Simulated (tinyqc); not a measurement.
# Undoped symmetric double-gate MOSFET, analytic potential model: effect of the gate work function less that of the intrinsic body

An undoped body of thickness ts between two equal insulators and tied gates; long channel, electrons only, n = ni exp((psi - V)/Vt) with V the quasi-Fermi potential (0 at the source, Vd at the drain), constant mobility, no quantisation. Across the body psi(x) = V - 2 Vt ln[(ts/(2 beta)) sqrt(q ni/(2 eps0 eps_r Vt)) cos(2 beta x/ts)], x from the centre. Q is the electron charge per area of the whole body.

ni = sqrt(Nc Nv) exp(-Eg/(2 Vt)), Eg in volts; r = eps_r tox/(eox ts); V0 = dphi + 2 Vt ln[(2/ts) sqrt(2 eps0 eps_r Vt/(q ni))]. beta (between 0 and pi/2) solves (Vg - V0 - V)/(2 Vt) = ln(beta) - ln(cos beta) + 2 r beta tan(beta). Q = 8 eps0 eps_r Vt beta tan(beta)/ts; I = mu (1/L)(4 eps0 eps_r/ts)(2 Vt)^2 [g(beta_s) - g(beta_d)] per width, g = beta tan(beta) - beta^2/2 + r beta^2 tan^2(beta), with beta_s at V = 0 and beta_d at V = Vd.  I(low) is taken at Vg = 0.38 V, Qs and I(high) at Vg = 1.13 V.

Values chosen for this exercise; material values close to those of silicon:
```
symbol,value,unit,meaning
T,325,K,temperature
Eg,1.12,eV,band gap
eps_r,11.6,,relative permittivity of the semiconductor
Nc,3.11e19,cm^-3,conduction-band density of states at T
Nv,2.98e19,cm^-3,valence-band density of states at T
eox,3.91,,relative permittivity of the gate insulator
tox,3.8,nm,insulator thickness
ts,5,nm,body thickness
mu,270,cm^2/(V s),channel mobility
L,0.2,um,gate length
Vd,0.5,V,drain voltage
```

Constants: q = 1.602176634e-19 C, kB = 1.380649e-23 J/K, Vt = kB T/q, eps0 = 8.8541878128e-14 F/cm where lengths are in cm. Results are converted to the units shown.

Result of one run:
```
dphi (V)   V0 (V)  I(low) (nA/um)  Qs(high) (nC/cm^2)  I(high) (uA/um)
0.07      0.58330          12.205              913.10           345.17
```

What becomes of these results when the gate work function less that of the intrinsic body dphi is changed from 0.07 to 0.22 V, all else the same?

Result of the changed run:
```
dphi (V)   V0 (V)  I(low) (nA/um)  Qs(high) (nC/cm^2)  I(high) (uA/um)
0.22      0.73330        0.057803              665.95           197.65
```

The whole series:
```
dphi (V)   V0 (V)  I(low) (nA/um)  Qs(high) (nC/cm^2)  I(high) (uA/um)
-0.03     0.48330          392.26              1080.7           452.10
0.02      0.53330          71.580              996.66           398.14
0.07      0.58330          12.205              913.10           345.17
0.12      0.63330          2.0531              830.06           293.57
0.17      0.68330         0.34456              747.65           244.02
0.22      0.73330        0.057803              665.95           197.65
0.27      0.78330       0.0096962              585.12           155.75
```

As dphi goes from -0.03 to 0.27 V, I(low) falls from 392 to 0.00970 nA/um and I(high) falls from 452 to 156 uA/um. V0 rises from 0.483 to 0.783 V. In every row the surface density at the source at the higher gate voltage passes 0.3 Nc, where Boltzmann statistics fail. In every row mu V/L at the higher gate voltage, with V the smaller of Vd and Vg - V0, passes 3e6 cm/s, so velocity saturation would lower the current. In every row the body is thin enough for quantum confinement, left out here, to raise the threshold.

Program tinyqc, `OMP_NUM_THREADS=1 python tinyqc.py 2440057 2440058 out.jsonl`; Intel Xeon 2.30GHz, shared host, one thread, about 0.02 s.
